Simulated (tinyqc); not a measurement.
Layer against dose: implant damage, amorphisation by cascade overlap, and solid-phase epitaxial regrowth. Computed by tinyqc, a small Python program. Command: `OMP_NUM_THREADS=1 python tinyqc.py 3112219 3112220 out.jsonl sper walk`. One thread of a shared host (Intel(R) Xeon(R) Processor @ 2.30GHz), about 0.01 s of CPU time with the checks.

Range and width of the damage are inputs. Dynamic annealing enters only through the surviving share f.

Inputs (values chosen for the exercise, modelled on antimony ions in germanium):

| quantity | value | unit |
|---|---|---|
| atomic density N | 44.2 | 1/nm^3 |
| ion Z1 | 51 | - |
| ion mass M1 | 121.8 | u |
| target Z2 | 32 | - |
| target mass M2 | 72.63 | u |
| ion energy E | 90 | keV |
| displacement energy E_d | 14 | eV |
| depth of the damage peak R_d | 33 | nm |
| width of the damage profile s_d | 18 | nm |
| share of defects that survive f | 0.49 | - |
| critical displaced share x_c | 0.19 | - |
| dose Q | 5.6e+14 | 1/cm^2 |

Constants: a_0 = 0.529177210903 angstrom; e^2/(4 pi eps_0) = 14.39964548 eV angstrom.

Method. Robinson partition: eps = E a M2/(Z1 Z2 (e^2/(4 pi eps_0)) (M1 + M2)), a = 0.8853 a_0/sqrt(Z1^(2/3) + Z2^(2/3)); k = 0.0793 Z1^(2/3) Z2^(1/2) (M1 + M2)^(3/2)/((Z1^(2/3) + Z2^(2/3))^(3/4) M1^(3/2) M2^(1/2)); damage energy T_d = E/(1 + k (eps + 0.40244 eps^(3/4) + 3.4008 eps^(1/6))); displacements nu = 0.8 T_d/(2 E_d). Displaced share x(z) = f nu Q exp(-(z - R_d)^2/(2 s_d^2))/(sqrt(2 pi) s_d N); the layer is amorphous where x > x_c, between R_d -/+ s_d sqrt(2 ln(x_max/x_c)), the upper edge being cut at the surface. Threshold dose Q_c = Q x_c/x_max.

threshold dose Q_c = 4.09432e+13 1/cm^2

displacements per ion nu = 1888.69

Dose series; the last column is f nu Q erfc((z2 - R_d)/(sqrt2 s_d))/2:

| Q (1/cm^2) | x_max | upper edge (nm) | lower edge (nm) | displaced atoms beyond z2 (1/cm^2) |
|---|---|---|---|---|
| 4.50e+13 | 0.2088 | 25.176 | 40.824 | 1.3822e+16 |
| 6.14e+13 | 0.2849 | 16.796 | 49.204 | 1.0455e+16 |
| 1.02e+14 | 0.4733 | 8.680 | 57.320 | 8.3376e+15 |
| 1.64e+14 | 0.7611 | 3.013 | 62.987 | 7.2643e+15 |
| 2.87e+14 | 1.3318 | 0.000 | 68.522 | 6.4332e+15 |
| 4.91e+14 | 2.2785 | 0.000 | 73.122 | 5.8647e+15 |
| 1.02e+15 | 4.7334 | 0.000 | 78.646 | 5.2938e+15 |
| 2.05e+15 | 9.5132 | 0.000 | 83.358 | 4.8830e+15 |

What follows from these numbers?

A dose 46 times larger moves the lower edge from 40.8 to 83.4 nm, as the root of a logarithm, and the damage beyond it falls by a factor 2.8, since the edge lies on an ever steeper tail. The layer reaches the surface at Q_c exp(R_d^2/(2 s_d^2)) = 2.20e14 per cm^2.
